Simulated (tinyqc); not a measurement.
Non-radiative capture by multiphonon emission, one effective mode: one step, computed by the program tinyqc.

The initial state (free carrier plus empty centre) lies dE above the final state; both have the same frequency and are displaced by dQ.

Problem. Scaled coefficient, cross-section and lifetime. Sommerfeld factor of an attractive centre: s(k) = 2 pi nu/(1 - exp(-2 pi nu)), nu = sqrt(Ry*/E), Ry* = Ry m/eps^2, averaged over (2/sqrt(pi)) sqrt(x) exp(-x) dx with x = E/k_B T = t^2 (trapezoid, t to 6 in steps of 0.01). C = s C_0; v = sqrt(3 k_B T/m); sigma = C/v; tau = 1/(C N_t).

Inputs (values chosen for the exercise, with mass, screening and phonons like those of diamond):
```
quantity                 value   unit
carrier mass m           0.811    m_0
dielectric constant eps   5.63      -
temperature T              500      K
defect density N_t       2e+13  cm^-3
```

Centre: attractive.

C_0 = 1.095453e-08 cm^3/s

Constants: Ry = 13.605693123 eV; k_B = 8.617333262e-05 eV/K; k_B = 1.380649e-23 J/K; m_0 = 9.1093837015e-31 kg.

Give: Sommerfeld factor s; capture coefficient C; thermal velocity v; cross-section sigma; capture time.

Solution.

Sommerfeld factor s = 20.152

capture coefficient C = 2.2076e-07 cm^3/s

thermal velocity v = 1.6743e+07 cm/s

cross-section sigma = 1.3185e-14 cm^2

capture time = 2.2649e-07 s

Caution: the effective Bohr radius is under 10 angstrom, so the effective-mass Sommerfeld factor is rough.
